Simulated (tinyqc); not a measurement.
Sheet resistance and Hall data of a diffused or implanted layer: one step, computed by the program tinyqc. Command: `OMP_NUM_THREADS=1 python tinyqc.py 3016320 3016321 out.jsonl layer walk`. One thread of a shared host (Intel(R) Xeon(R) Processor @ 2.30GHz), about 0.02 s of CPU time with the checks.

Carriers are taken equal to the net active doping down to the junction (full ionisation, which deep dopants in wide-gap hosts do not reach; no spill-over, no depletion), and the Hall factor is 1.

Problem. Dose and junction depth. N(x) = N_0 exp(-(x - R_p)^2/(2 l^2)) for x > 0, dose N_0 l sqrt(pi/2) erfc(-R_p/(l sqrt 2)), junction x_j = R_p + l sqrt(2 ln(N_0/N_B)); the layer starts at x_0 = max(0, 2 R_p - x_j).

Inputs (values chosen for the exercise, modelled on boron in silicon): peak concentration N_0 = 4.5e+20 1/cm^3; length scale l = 37 nm; background doping N_B (opposite type) = 7.4e+15 1/cm^3; projected range R_p = 73 nm.

Profile: buried Gaussian (implant). Activation: limited by solubility.

Give: dose; junction depth x_j.

Solution.

dose = 4.0723e+15 1/cm^2

junction depth x_j = 246.67 nm
